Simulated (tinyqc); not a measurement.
Carrier lifetime from Shockley-Read-Hall, radiative, Auger and surface recombination: one step, computed by the program tinyqc.

Energies are counted from the top of the valence band. Boltzmann statistics, full ionisation, and equal excess densities of electrons and holes.

Problem. Steady state under generation. With n = n_0 + dn, p = p_0 + dn and U/dn = 1/tau: (n p - n_i^2)/dn = n_0 + p_0 + dn = s; 1/tau_SRH = s/[tau_p0 (n + n1) + tau_n0 (p + p1)]; 1/tau_rad = B s; 1/tau_Aug = (C_n n + C_p p) s; the rates add. dn solves dn/tau_eff(dn) = G (60 bisections in ln dn between 1e-2 and 1e22 cm^-3); the splitting of the quasi-Fermi levels is k_B T ln(n p/n_i^2).

Inputs (values chosen for the exercise, with bands modelled on 4H-SiC):
```
quantity                   value        unit
temperature T                300           K
doping N                 1.1e+14       cm^-3
trap density N_t         7.8e+13       cm^-3
radiative coefficient B  4.5e-14      cm^3/s
Auger coefficient C_n    3.8e-30      cm^6/s
Auger coefficient C_p    1.6e-30      cm^6/s
generation rate G        8.2e+19  cm^-3 s^-1
```

Doping: n-type. Surface term: none.

n_0 = 1.10e+14 cm^-3

p_0 = 9.323234e-30 cm^-3

tau_p0 = 1.584321e-07 s

n1 = 0.04013579 cm^-3

tau_n0 = 2.454551e-06 s

p1 = 2.555215e-14 cm^-3

n_i = 3.202430e-08 cm^-3

Constants: k_B = 8.617333262e-05 eV/K.

Give: steady excess density; lifetime in the steady state; quasi-Fermi splitting under G.

Solution.

steady excess density = 1.165e+14 cm^-3

lifetime in the steady state = 1.421e-06 s

quasi-Fermi splitting under G = 2.584 eV

Caution: the trap density is not small against the doping, so trapped charge breaks the equality of the excess densities.
